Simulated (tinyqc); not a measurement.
# Carrier lifetime of an n-type layer with SRH, radiative, Auger and surface recombination: what changes with what

Uniform excess density dn = dp (no trapping), n = n0 + dn, p = p0 + dn, Boltzmann statistics, full ionisation. Surfaces enter as a rate 2 S dn/d, which holds while diffusion to them is fast.

Parameters, values chosen for the exercise; band and dielectric values close to those of silicon: temperature T = 400 K; band gap Eg = 1.14 eV; conduction-band density of states at T Nc = 4.26e19 cm^-3; valence-band density of states at T Nv = 4.1e19 cm^-3; radiative coefficient B = 4.79e-15 cm^3/s; donor density N = 3.6e17 cm^-3; Auger coefficient (two electrons) Cn = 4.4e-31 cm^6/s; Auger coefficient (two holes) Cp = 2.1e-31 cm^6/s; trap density Nt = 4.4e13 cm^-3; capture cross-section for electrons sn = 1e-14 cm^2; capture cross-section for holes sp = 5e-17 cm^2; thermal velocity (both carriers) vth = 2.3e7 cm/s; trap level below the conduction band Et = 0.64 eV; surface recombination velocity (both faces) S = 0 cm/s; sample thickness d = 10 um.

Constants: q = 1.602176634e-19 C, kB = 1.380649e-23 J/K, Vt = kB T/q. Results are converted to the units shown.

Each table varies one quantity; the others keep the values above.

## Lifetime against injection

ni = sqrt(Nc Nv) exp(-Eg/(2 Vt)), Eg in volts; majority density N/2 + sqrt(N^2/4 + ni^2), n0 p0 = ni^2; n1 = Nc exp(-Et/Vt), p1 = Nv exp((Et - Eg)/Vt); tn0 = 1/(sn vth Nt), tp0 = 1/(sp vth Nt). With e = n p - ni^2 = dn (n0 + p0 + dn): U_SRH = e/(tp0 (n + n1) + tn0 (p + p1)), U_rad = B e, U_Aug = (Cn n + Cp p) e, U_s = 2 S dn/d. Each tau is dn over its rate; tau = dn/U with U the sum.

Lifetime against injection:
```
dn (cm^-3),tau_SRH (s),tau_rad (s),tau_Aug (s),tau (s),radiative share (%),largest path
1e11,1.976e-5,5.799e-4,1.754e-5,9.145e-6,1.577,Auger
1e12,1.976e-5,5.799e-4,1.754e-5,9.145e-6,1.577,Auger
1e13,1.976e-5,5.799e-4,1.754e-5,9.145e-6,1.577,Auger
1e14,1.976e-5,5.798e-4,1.752e-5,9.142e-6,1.577,Auger
1e15,1.976e-5,5.783e-4,1.742e-5,9.112e-6,1.576,Auger
1e16,1.977e-5,5.642e-4,1.639e-5,8.820e-6,1.563,Auger
1e17,1.978e-5,4.538e-4,9.731e-6,6.430e-6,1.417,Auger
1e18,1.984e-5,1.535e-4,9.096e-7,8.648e-7,0.5634,Auger
1e19,1.986e-5,2.015e-5,1.450e-8,1.448e-8,0.07184,Auger
```

What does the comparison show?

Auger recombination leads at dn = 1e11 and in all other rows. The total lifetime falls from 9.15e-6 to 1.45e-8 s. tau_SRH goes from 1.98e-5 s (low-injection limit 1.98e-5 s) to 1.99e-5 s (high-injection limit tn0 + tp0 = 1.99e-5 s). Between the last two rows tau_rad goes as dn^(-0.88) and tau_Aug as dn^(-1.80); the radiative share falls from 1.58 to 0.0718 %.

## Effect of the trap level below the conduction band at dn = 3e14 cm^-3

Same model as above.

Here dn = 3e14 cm^-3.

The same in every row: tau_rad (s) = 5.794e-4; tau_Aug (s) = 1.750e-5.

Effect of the trap level below the conduction band at dn = 3e14 cm^-3:
```
Et (eV),tau_SRH (s),tau (s),radiative share (%),largest path
0.06,4.296e-4,1.634e-5,2.820,Auger
0.19,2.920e-5,1.074e-5,1.853,Auger
0.31,2.005e-5,9.197e-6,1.587,Auger
0.44,1.977e-5,9.137e-6,1.577,Auger
0.57,1.976e-5,9.135e-6,1.577,Auger
0.7,1.976e-5,9.135e-6,1.577,Auger
0.82,1.976e-5,9.135e-6,1.577,Auger
0.95,1.981e-5,9.145e-6,1.578,Auger
1.08,2.174e-5,9.535e-6,1.646,Auger
```

Auger recombination leads at Et = 0.06 and in all other rows. tau_SRH goes from 4.30e-4 through a minimum of 1.98e-5 (at Et = 0.57 and 0.7 among the rows listed) to 2.17e-5 s and the total lifetime goes from 1.63e-5 through a minimum of 9.14e-6 (at Et = 0.57 and 0.7 among the rows listed) to 9.54e-6 s. tau_SRH is within a factor 1.5 of its lowest value for Et from 0.19 to 1.08 eV; nearer a band edge n1 or p1 outgrows the carrier densities and the trap re-emits what it captured.

Numbers from tinyqc (`OMP_NUM_THREADS=1 python tinyqc.py 2300123 2300124 out.jsonl`; about 0.01 s on one thread of a shared Intel Xeon 2.30GHz).
